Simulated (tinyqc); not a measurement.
## Trap density from swing and capacitance

Problem. In an MOS structure at one bias the subthreshold swing is S = Vt ln 10 (1 + (Cd + q Dit)/Cox) and 1/C_HF = 1/Cox + 1/Cd, Cox = 3.9 eps0/EOT. Find Cd and Dit.

Inputs (values chosen for the exercise):
- T = 250 K (temperature)
- EOT = 15 nm (equivalent oxide thickness)

Constants: q = 1.602176634e-19 C, kB = 1.380649e-23 J/K, Vt = kB T/q, eps0 = 8.8541878128e-14 F/cm where lengths are in cm. Results are converted to the units shown.

S = 124.77019 mV/decade
C_HF = 120.03825 nF/cm^2

Answer. C_HF gives Cd, and the swing gives Cd + q Dit.

Cd = 250.8 nF/cm^2
Dit = 6.117e11 cm^-2 eV^-1

Numbers from tinyqc (`OMP_NUM_THREADS=1 python tinyqc.py 2030116 2030117 out.jsonl`; about 0.01 s on one thread of a shared Intel Xeon 2.30GHz).
